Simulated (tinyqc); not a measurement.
The three schemes as the step is halved: finite-difference solution of the diffusion equation on a small grid. Computed by tinyqc, a small Python program. Command: `OMP_NUM_THREADS=1 python tinyqc.py 3003721 3003722 out.jsonl fdiff walk`. One thread of a shared host (Intel(R) Xeon(R) Processor @ 2.30GHz), about 0.01 s of CPU time with the checks.

dC/dt = D d2C/dx2 on nodes x_j = j dx, j = 0..9; the far end is sealed.

Inputs (values chosen for the exercise):
```
quantity           value              unit
diffusivity D         33            nm^2/s
grid spacing dx        5                nm
time step dt           1                 s
final time t_f        10                 s
surface value C_s     61  % of a reference
```

Boundary at x = 0: fixed surface value. Scheme: implicit.

start values C_j, j = 0, 1, ... (% of a reference): 0  0  0  0  0  0  0  0  0  0

Method:
- The operator M acts as (M C)_j = C_(j-1) - 2 C_j + C_(j+1); at the sealed far end a mirror node gives 2 C_(N-2) - 2 C_(N-1); at j = 0, C_0 is held at C_s from the start (row of zeros).
- r = D dt/dx^2.
- The mode of M with eigenvalue mu has its amplitude multiplied per step by g = (1 + (1 - theta) r mu)/(1 - theta r mu), with theta = 0 explicit, 1 implicit, 1/2 Crank-Nicolson; the explicit scheme is stable for r up to 2/|mu_min|.
- With r = D dt/dx^2: (1 - theta r M) C(new) = (1 + (1 - theta) r M) C(old); theta = 0 explicit, 1 implicit, 1/2 Crank-Nicolson.
- Each run reaches t_f in n equal steps; errors are the largest difference from exp(M D t_f/dx^2) C(0). A dash marks unstable explicit runs.

largest stable r of the explicit scheme = 0.503827

Largest error at t_f (%):
```
steps n       r  explicit  implicit  Crank-Nicolson
4        3.3000         -    1.8129      2.1645e+00
8        1.6500         -    0.8828      5.5182e-02
16       0.8250         -    0.4319      1.1295e-02
32       0.4125   0.20628    0.2131      2.8259e-03
64       0.2062   0.10407    0.1058      7.0662e-04
128      0.1031   0.05226    0.0527      1.7666e-04
256      0.0516   0.02618    0.0263      4.4166e-05
```

What does the comparison show, and why?

From the last two rows, halving the step divides the error by 2.00 (explicit), 2.00 (implicit), 4.00 (Crank-Nicolson): a factor 2 marks first order in dt and 4 second order. The explicit scheme needs n of at least 27 to be stable; the other two are stable at any step.

Extremes, crossings and ranges named in words are read from the listed rows.
